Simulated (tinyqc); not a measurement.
Classical nucleation, growth and JMAK kinetics of crystallisation from a melt or glass: one step, computed by the program tinyqc.

A spherical nucleus cap on a flat wall with a sharp interface of isotropic energy gamma; lambda = Omega^(1/3) is the jump distance.

Problem. Fraction transformed and grain size. JMAK with steady nucleation and growth, nuclei spread at random: extended fraction X_e = (pi/3) I u^3 t^4, X = 1 - exp(-X_e); t_X = [-3 ln(1 - X)/(pi I u^3)]^(1/4); final grains per volume = Gamma(5/4) (3/pi)^(1/4) (I/u)^(3/4), Gamma(5/4) = 0.9064024771. Grain size = (grains per volume)^(-1/3).

Inputs (values chosen for the exercise, for a model substance): atomic volume Omega = 13 angstrom^3; temperature T = 723 K; time t = 1e-05 s.

Nucleation: on a flat wall. Driving force: Thompson-Spaepen.

nucleation rate I = 427250.0 1/(m^3 s)

growth velocity u = 9.474899e-04 m/s

Give: extended fraction; fraction X at t; half time t_0.5; grains per volume; grain size.

Solution.

extended fraction = 3.8057e-24

fraction X at t = 3.8057e-24

half time t_0.5 = 6.5328 s

grains per volume = 2.7726e+06 1/m^3

grain size = 7118.2 micrometre

t is 1.5e-6 half times: nearly nothing has crystallised. Caution: homogeneous nucleation, left out here, would be as fast or faster: the wall offers too few sites or too small a cut in the barrier. Caution: homogeneous nucleation, left out here, would be as fast or faster.
